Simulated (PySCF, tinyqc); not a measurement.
Worked calculation: RHF in the sto-3g basis, for H4, spin multiplicity 1. This run ends on a higher stationary point, not on the lowest solution. The lowest restricted solution is unstable here: a spin-polarised one lies 0.0020 hartree lower (PySCF). One step of it, computed by the program tinyqc.

Problem. Orthogonalisation. S = U s U^T; symmetric (Loewdin) form X = U s^(-1/2) U^T, so that X^T S X = 1.

overlap S, lower triangle:
```
          1H 1s     2H 1s     3H 1s     4H 1s
1H 1s  1.000000
2H 1s  0.400775  1.000000
3H 1s  0.090220  0.053038  1.000000
4H 1s  0.053038  0.090220  0.400775  1.000000
```

Give: eigenvalues of S; X.

Solution.

eigenvalues of S: 0.5620  0.6364  1.2575  1.5440

X, lower triangle:
```
         1H 1s    2H 1s    3H 1s   4H 1s
1H 1s   1.0710
2H 1s  -0.2227   1.0710
3H 1s  -0.0418  -0.0017   1.0710
4H 1s  -0.0017  -0.0418  -0.2227  1.0710
```
